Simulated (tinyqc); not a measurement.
# Input admittance of a MOSFET at zero drain bias: distributed channel and distributed gate: effects of single changes

Source and drain grounded, strong inversion, w = 2 pi f, Cox = eps0 eox/tox. The channel is an RC line of resistance 1/(mu Cox Vo) per square fed from both ends, so one finger has the intrinsic admittance y = i w Cox L tanh(g)/g per width, g = (1/2) sqrt(i w tau), tau = L^2/(mu Vo). The vertical resistance rv/L is in series with y, the overlaps 2 i w Cov in parallel: y_t = 1/(1/y + rv/L) + 2 i w Cov. The gate strip is a line of Rsh/L per length loaded by y_t, so a finger has Y = y_t Wf tanh(k)/k, k = (Wf/sd) sqrt(y_t Rsh/L); the device has Nf Y.

Values chosen for this exercise; values of the order met in silicon radio-frequency transistors:
- eox = 3.9 (relative permittivity of the gate insulator (close to silicon dioxide))
- tox = 2 nm (insulator thickness)
- L = 1.1 um (channel length)
- Wf = 1.2 um (finger width)
- Nf = 64 (number of fingers)
- mu = 240 cm^2/(V s) (channel mobility)
- Vo = 0.63 V (gate overdrive)
- Rsh = 9.8 ohm/square (sheet resistance of the gate)
- rv = 0 ohm um^2 (vertical resistivity of the gate stack)
- sd = 1 (number of ends at which a finger is contacted)
- Cov = 0.33 fF/um (overlap and fringe capacitance on each side)
- f = 6.7 GHz (frequency)

Constants: eps0 = 8.8541878128e-14 F/cm where lengths are in cm. Results are converted to the units shown.

Each table varies one quantity; the others keep the values above.

## Input impedance against frequency

Low-frequency limits, with c = Cox L and ct = c + 2 Cov: R_strip = Rsh Wf/(3 sd^2 L Nf), R_ch = (c/ct)^2 L/(12 mu Cox Vo Wf Nf), R_vert = (c/ct)^2 rv/(L Wf Nf), C = ct Wf Nf. Z = 1/(Nf Y) = R + 1/(i w C), Q = |Im Z|/R, far-point signal |1/cosh k|.

The same in every row: low-frequency R (ohm) = 4.326.

Input impedance against frequency:
```
f (GHz)    w tau      |k|  R (ohm)  C (fF)      Q  signal at the far point
0.07     0.03520  0.01053    4.326    1509  348.2                    1.000
0.2       0.1006  0.01780    4.326    1509  121.9                    1.000
0.5       0.2514  0.02814    4.326    1509  48.76                    1.000
1         0.5028  0.03978    4.325    1509  24.39                    1.000
4          2.011  0.07885    4.317    1500  6.145                   0.9995
10         5.028   0.1193    4.273    1453  2.564                   0.9974
30         15.08   0.1668    3.910    1153  1.177                   0.9911
70         35.20   0.1983    2.929   726.7  1.068                   0.9868
200        100.6   0.2626    1.570   420.6  1.205                   0.9786
```

R falls from 4.33 to 1.57 ohm and C falls from 1510 to 421 fF. Q goes as f^(-1.00) between the first two rows and f^(0.11) between the last two, where w tau = 101 and |k| = 0.263. The low-frequency limits hold both R and C within 5 % up to f = 10 GHz among the rows.

## Dividing a fixed width into fingers

Total width Wf Nf = 77 um; each finger also has a contact resistance Rc at each contacted end, which adds Rc/(sd Nf). The resistances are low-frequency limits, good while |k| is below about 1; the far-point signal is |1/cosh k| at f, without Rc.

The same in every row: R_ch + R_vert (ohm) = 4.259.

Dividing a fixed width into fingers:
```
Nf   Wf (um)  R_strip (ohm)  Rc/(sd Nf) for Rc = 30 ohm (ohm)  sum (ohm)  signal at the far point
1      77.00          228.7                             30.00      262.9                  0.01212
2      38.50          57.17                             15.00      76.43                   0.1564
4      19.25          14.29                             7.500      26.05                   0.5736
8      9.625          3.573                             3.750      11.58                   0.8968
16     4.812         0.8932                             1.875      7.027                   0.9776
32     2.406         0.2233                            0.9375      5.420                   0.9947
64     1.203        0.05583                            0.4688      4.784                   0.9987
128   0.6016        0.01396                            0.2344      4.507                   0.9997
```

Read the table: what changes, and by how much?

R_strip falls as 1/Nf^2, from 229 to 0.0140 ohm, the contact term as 1/Nf, and R_ch + R_vert stays at 4.26 ohm since the total width is fixed. The sum is within a factor 1.5 of that floor from Nf = 32 on. More fingers add wiring capacitance, which is left out.

Computed by the program tinyqc: `OMP_NUM_THREADS=1 python tinyqc.py 2262088 2262089 out.jsonl`, one thread of a shared Intel Xeon 2.30GHz, about 0.01 s for the whole run.
